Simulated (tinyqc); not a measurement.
Changing the thickness W: photoconductance decay in a wafer: bulk and surface recombination modes, and iron detection by pair splitting. Computed by tinyqc, a small Python program. Command: `OMP_NUM_THREADS=1 python tinyqc.py 3114337 3114338 out.jsonl pcd sweep`. One thread of a shared host (Intel(R) Xeon(R) Processor @ 2.30GHz), about 0.04 s of CPU time with the checks.

Both faces of the wafer have the same S; injection is low and all coefficients are constant. x runs from -W/2 to W/2.

Inputs (values chosen for the exercise, modelled on p-type silicon): diffusivity D = 25.6 cm^2/s; bulk lifetime tau_b without iron = 1200 microsecond; surface recombination velocity S = 29000 cm/s.

Method. Even modes cos(a x) obey b tan b = S W/(2 D) with b = a W/2, odd modes sin(a x) obey -b cot b = S W/(2 D); each decays at the rate 1/tau_b + D a^2. tau_eff is the decay time of the first mode. The surface time is 1/(D a^2) of that mode; shortcuts for it are W/(2 S), W^2/(pi^2 D) and their sum, whose error is sum/surface time - 1.

One run for each value:
```
thickness W (micrometre),tau_eff (microsecond),surface time (microsecond),tau_eff/tau_b
20,4.826e-02,4.827e-02,4.022e-05
36,1.080e-01,1.080e-01,8.997e-05
63,2.532e-01,2.533e-01,2.110e-04
110,6.419e-01,6.422e-01,5.349e-04
200,1.870e+00,1.873e+00,1.559e-03
360,5.617e+00,5.644e+00,4.681e-03
630,1.637e+01,1.660e+01,1.365e-02
1100,4.748e+01,4.944e+01,3.957e-02
2000,1.420e+02,1.611e+02,1.184e-01
```

What does the table show, and why?

Over the rows, tau_eff (microsecond) rises from 0.0483 to 142 (exponent d ln y / d ln x 1.4 between the first rows and 1.8 between the last); surface time (microsecond) rises from 0.0483 to 161 (exponent d ln y / d ln x 1.4 between the first rows and 2.0 between the last); tau_eff/tau_b rises from 4.02e-5 to 0.118 (exponent d ln y / d ln x 1.4 between the first rows and 1.8 between the last). At the high end the exponent of surface time is 1.98, close to 2: diffusion to fast surfaces. Plotting 1/tau_eff against 1/W separates bulk and surface while W/(2 S) is the larger part of the surface time.
